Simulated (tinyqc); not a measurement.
Changing the incident fluence: millisecond and nanosecond annealing: surface heating, thermal budget and solid-phase regrowth. Computed by tinyqc, a small Python program. Command: `OMP_NUM_THREADS=1 python tinyqc.py 3003897 3003898 out.jsonl flash sweep`. One thread of a shared host (Intel(R) Xeon(R) Processor @ 2.30GHz), about 0.03 s of CPU time with the checks.

A square pulse heats the surface of a thick wafer with constant thermal properties; losses by radiation are neglected and silicon melts at 1414 C.

Inputs (values chosen for the exercise, modelled on hot silicon with phosphorus):

| quantity | value | unit |
|---|---|---|
| pulse length t_p | 6e-08 | s |
| reflectance R | 0.41 | - |
| thermal conductivity k | 0.3 | W/(cm K) |
| heat capacity per volume c | 2.25 | J/(cm^3 K) |
| preheat temperature T0 | 200 | C |
| dopant prefactor D0 | 5.41 | cm^2/s |
| dopant activation energy E | 3.69 | eV |
| regrowth prefactor v0 | 3.3e+08 | cm/s |
| regrowth energy E_v | 2.69 | eV |

Source: pulsed laser.

Constants: k_B = 8.617333262e-05 eV/K.

Method:
- Absorbed flux q = (1 - R) fluence/t_p; kappa = k/c. With f(z, t) = (2 q/k) sqrt(kappa t) ierfc(z/(2 sqrt(kappa t))), ierfc(x) = exp(-x^2)/sqrt(pi) - x erfc(x): T = T0 + f(z, t) during the pulse and T0 + f(z, t) - f(z, t - t_p) after it.
- At the surface the rise at the end of the pulse is 2 q sqrt(t_p/(pi k c)); the fluence that just melts the surface scales with (1414 - T0).
- Temperatures in kelvin are T(C) + 273.15.
- Integrate exp(-E/(k_B T(t))) at the surface from 0 to 10 t_p (Gauss-Legendre, 60 points in sqrt(t) up to t_p and 60 in sqrt(t - t_p) after it). (Dt) = D0 x integral with E; regrowth = v0 x integral with E_v; effective time = integral/exp(-E/(k_B T_peak)).

One run for each value:

| incident fluence (J/cm^2) | peak temperature (C) | diffusion length 2 sqrt(Dt) (nm) | possible regrowth (nm) | effective time over t_p |
|---|---|---|---|---|
| 0.214 | 908 | 0.000045 | 7.831e-05 | 0.0879 |
| 0.237 | 984 | 0.000137 | 3.951e-04 | 0.0896 |
| 0.261 | 1063 | 0.000381 | 1.765e-03 | 0.0917 |
| 0.284 | 1140 | 0.000914 | 6.353e-03 | 0.0939 |
| 0.307 | 1216 | 0.002007 | 2.012e-02 | 0.0962 |
| 0.353 | 1368 | 0.007806 | 1.476e-01 | 0.1011 |

Give the missing row, incident fluence (J/cm^2) = 0.330.

Computed row; columns: (1) incident fluence (J/cm^2); (2) peak temperature (C); (3) diffusion length 2 sqrt(Dt) (nm); (4) possible regrowth (nm); (5) effective time over t_p:
```
(1)     (2)       (3)        (4)     (5)
0.330  1292  0.004088  5.712e-02  0.0986
```

Interpolating between the two neighbouring rows (linearly) misses most in possible regrowth (nm), by 47 %. Over the rows, peak temperature (C) rises from 908 to 1370 (exponent d ln y / d ln x 0.79 between the first rows and 0.85 between the last); diffusion length 2 sqrt(Dt) (nm) rises from 4.53e-5 to 0.00781 (exponent d ln y / d ln x 11 between the first rows and 9.6 between the last); possible regrowth (nm) rises from 7.83e-5 to 0.148 (exponent d ln y / d ln x 16 between the first rows and 14 between the last). Regrowth rises by a factor 1880 and (Dt) by 29700: the process with the higher activation energy gains more from a hotter peak. Left out: 0.377, 0.400 (the surface melts).

Caution (all rows): cold silicon conducts heat several times better than the constant k used here, so the real melting fluence is higher. Caution (all rows): equilibrium diffusivities are used; implant damage enhances diffusion, and k and c vary with temperature. Caution (all rows): a diffusion length below the atomic spacing of 0.235 nm means about one jump per atom or fewer, so the profile does not change measurably. Caution (rows 0.307, 0.330, 0.353): the peak lies above 1150 C, and amorphous silicon melts some 200 to 250 K below the crystal, so a layer that has not regrown before the peak may melt instead.

Extremes, crossings and ranges named in words are read from the listed rows.
